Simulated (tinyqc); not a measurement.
Dopant redistribution at a moving silicon-oxide interface during parabolic oxidation: one step, computed by the program tinyqc. Command: `OMP_NUM_THREADS=1 python tinyqc.py 3008283 3008284 out.jsonl segox walk`. One thread of a shared host (Intel(R) Xeon(R) Processor @ 2.30GHz), about 0.01 s of CPU time with the checks.

Uniformly doped silicon is oxidised with x_ox = sqrt(B t); the interface advances into the silicon by alpha x_ox, alpha = 0.44. The dopant does not move in the oxide, and at the interface C(silicon) = m C(oxide).

Task: Dose moved. Consumed silicon held alpha x_ox C_B; the oxide holds x_ox times the dopant concentration in the oxide; the difference is the excess in the silicon; 1 um = 1e-4 cm.

Inputs (values chosen for the exercise, modelled on boron in silicon under dry oxygen): oxidation activation energy E_B = 1.23 eV; bulk doping C_B = 1e+17 1/cm^3; temperature T = 1150 C.

oxide thickness = 0.2216312 um

concentration in the oxide = 1.873127e+17 1/cm^3

Give: dopant in the consumed silicon; dopant in the oxide; excess in the silicon.

Result:

dopant in the consumed silicon = 9.7518e+11 1/cm^2

dopant in the oxide = 4.1514e+12 1/cm^2

excess in the silicon = -3.1763e+12 1/cm^2

Caution: in this case the oxide is not much thicker than a typical Deal-Grove length A, so real growth is slower than parabolic. Caution: parabolic growth needs an oxide much thicker than the Deal-Grove length A, which fails for thin films and low temperatures; oxidation-enhanced or retarded diffusion is ignored.
